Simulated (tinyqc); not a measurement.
Physical sputtering: collision-cascade yield, angular dependence, faceting and resputtering in deposition: one step, computed by the program tinyqc. Command: `OMP_NUM_THREADS=1 python tinyqc.py 3026483 3026484 out.jsonl sputter walk`. One thread of a shared host (Intel(R) Xeon(R) Processor @ 2.30GHz), about 0.01 s of CPU time with the checks.

Ions start collision cascades; atoms that reach the surface with more than U leave. The target is amorphous or fine-grained.

Task: Oblique incidence. Angular law: Y/Y0 = t^f exp(-f cos(a_opt)(t - 1)), t = 1/cos(angle), largest at a_opt. A plane tilted by the angle recedes along the beam at a speed proportional to Y(angle), and along its own normal as Y cos(angle).

Inputs (values chosen for the exercise, modelled on krypton ions on silicon): angular exponent f = 2.4; angle of the largest yield = 71 degrees; angle of incidence = 55 degrees.

yield Y0 = 2.426177 atoms per ion

Give: Y/Y0 at the angle; yield at the angle; normal speed relative to a flat surface; largest Y/Y0.

Result:

Y/Y0 at the angle = 2.1237

yield at the angle = 5.1525 atoms per ion

normal speed relative to a flat surface = 1.2181

largest Y/Y0 = 2.9288
